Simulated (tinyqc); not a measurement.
## MOSFET in saturation, small-signal circuit and noise: effect of the temperature on speed and noise

Bias by the inversion coefficient IC = I/Ispec (charge-based model with velocity saturation; weak inversion below 0.1, strong above 10). Common-source circuit: gm, gds, Cgs, Cgd and Cj at the inner nodes, Rg in series with the gate; quasi-static, no source or drain resistance, no gate-body capacitance, no substrate network, no induced gate noise, so fmax is an upper estimate.

Ispec = 2 n mu Cox (W/L) Vt^2, lc = Ls/L, gms = [sqrt((lc IC + 1)^2 + 4 IC) - 1]/[2 + lc (lc IC + 1)], gm = gms Ispec/(n Vt), gds = sg gm. qs = [sqrt(1 + 4 IC) - 1]/2, Cgs = Cox W L qs (2 qs + 3)/(3 (qs + 1)^2) + Cov W, Cgd = Cov W, Cd = Cj W, Rg = Rsh (Wf/L)/(12 Nf) + Rc/W with Nf = W/Wf fingers (not rounded) contacted at both ends. fT = gm/(2 pi (Cgs + Cgd)), fmax = fT/(2 sqrt(Rg (gds + 2 pi fT Cgd))). Channel noise Sid = 4 kB T gam n gm with gam = (1/2 + (2/3) qs)/(1 + qs) + gw lc IC, qs = [sqrt(1 + 4 IC) - 1]/2, lc = Ls/L (the last term an empirical rise with velocity saturation); at the gate, white noise Sw = Sid/gm^2 + 4 kB T Rg. Number fluctuation with correlated mobility: S(f) = K/f, K = q^2 Vt lt Nt/(W L Cox^2) (1 + ac mu Cox I/gm)^2, Vt in eV with Nt per eV. Corner fc = K/Sw. IC is held fixed, and so are mu, n, Ls and Nt.

Values chosen for this exercise: gate length L = 90 nm; total gate width W = 10 um; gate capacitance Cox = 1.46 uF/cm^2; mobility mu = 330 cm^2/(V s); slope factor n = 1.25; velocity-saturation length Ls = 25 nm; ratio gds/gm sg = 0.064; overlap and fringe capacitance per side Cov = 0.37 fF/um; drain junction capacitance Cj = 0.84 fF/um; sheet resistance of the gate Rsh = 15 ohm; finger width Wf = 4 um; gate contact and vertical resistance Rc = 300 ohm um; inversion coefficient IC = 12; short-channel excess of the noise factor gw = 0.09; oxide trap density Nt = 1e17 cm^-3 eV^-1; tunnelling length into the oxide lt = 0.1 nm; Coulomb scattering coefficient ac = 10000 V s/C.

Constants: q = 1.602176634e-19 C, kB = 1.380649e-23 J/K, Vt = kB T/q. Results are converted to the units shown.

The same in every row: Rg (ohm) = 52.22.

Effect of the temperature on speed and noise:

| T (K) | I (uA) | fT (GHz) | fmax (GHz) | sqrt(Sw) (nV/Hz^0.5) | fc (MHz) |
|---|---|---|---|---|---|
| 100 | 119.3 | 22.22 | 60.37 | 1.838 | 5.573 |
| 150 | 268.3 | 33.34 | 73.93 | 1.877 | 9.858 |
| 200 | 477.0 | 44.45 | 85.37 | 1.915 | 15.23 |
| 250 | 745.4 | 55.56 | 95.45 | 1.953 | 21.73 |
| 300 | 1073 | 66.67 | 104.6 | 1.989 | 29.42 |
| 350 | 1461 | 77.78 | 112.9 | 2.025 | 38.33 |
| 400 | 1908 | 88.89 | 120.7 | 2.060 | 48.50 |

Read the table: what changes, and by how much?

As T goes from 100 to 400 K, fT rises from 22.2 to 88.9 GHz, fmax rises from 60.4 to 121 GHz, the white noise rises from 1.84 to 2.06 nV/Hz^0.5 and the corner rises from 5.57 to 48.5 MHz. At fixed IC and mobility the current goes as T^2 and gm as T, which is why fT rises; a real mobility would fall with T. For T = 100 to 150 K band tails and dopant freeze-out, left out here, change n and the noise.

tinyqc, about 0.01 s, one thread, Intel Xeon 2.30GHz (shared host): `OMP_NUM_THREADS=1 python tinyqc.py 2150005 2150006 out.jsonl`
